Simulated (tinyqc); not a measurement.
Band-to-band tunnelling and avalanche in a reverse-biased abrupt junction: one step, computed by the program tinyqc. Command: `OMP_NUM_THREADS=1 python tinyqc.py 3003753 3003754 out.jsonl zener walk`. One thread of a shared host (Intel(R) Xeon(R) Processor @ 2.30GHz), about 0.01 s of CPU time with the checks.

Direct Kane tunnelling in the local field (for indirect gaps the mass is an effective fit) and one ionisation coefficient for both carriers. N is the doping of the light side, or N_A N_D/(N_A + N_D) for the symmetric junction; the built-in voltage is taken as E_g/e.

Question. Junction at the given bias. E_g(T) = E_g - (T - 300 K)(-dE_g/dT); b(T) = b [1 + (rise)(T - 300 K)]; w = sqrt(2 eps eps_0 (V_R + E_g/e)/(e N)); F_m = 2 (V_R + E_g/e)/w; the field falls linearly from F_m to 0 across w.

Inputs (values chosen for the exercise, modelled on GaAs):
```
quantity                                    value    unit
band gap at 300 K, E_g                        1.4      eV
gap narrowing with temperature, -dE_g/dT     0.43   meV/K
permittivity eps                             12.9       -
effective doping N                        2.6e+17  1/cm^3
reverse bias V_R                              1.5       V
temperature T                                 300       K
```

Junction: one-sided.

Constants: eps_0 = 8.8541878128e-12 F/m; e = 1.602176634e-19 C.

Give: E_g(T); depletion width w; peak field F_m; shortest tunnelling distance E_g/(e F_m).

Answer.

E_g(T) = 1.4 eV

depletion width w = 126.1 nm

peak field F_m = 0.4599 MV/cm

shortest tunnelling distance E_g/(e F_m) = 30.44 nm
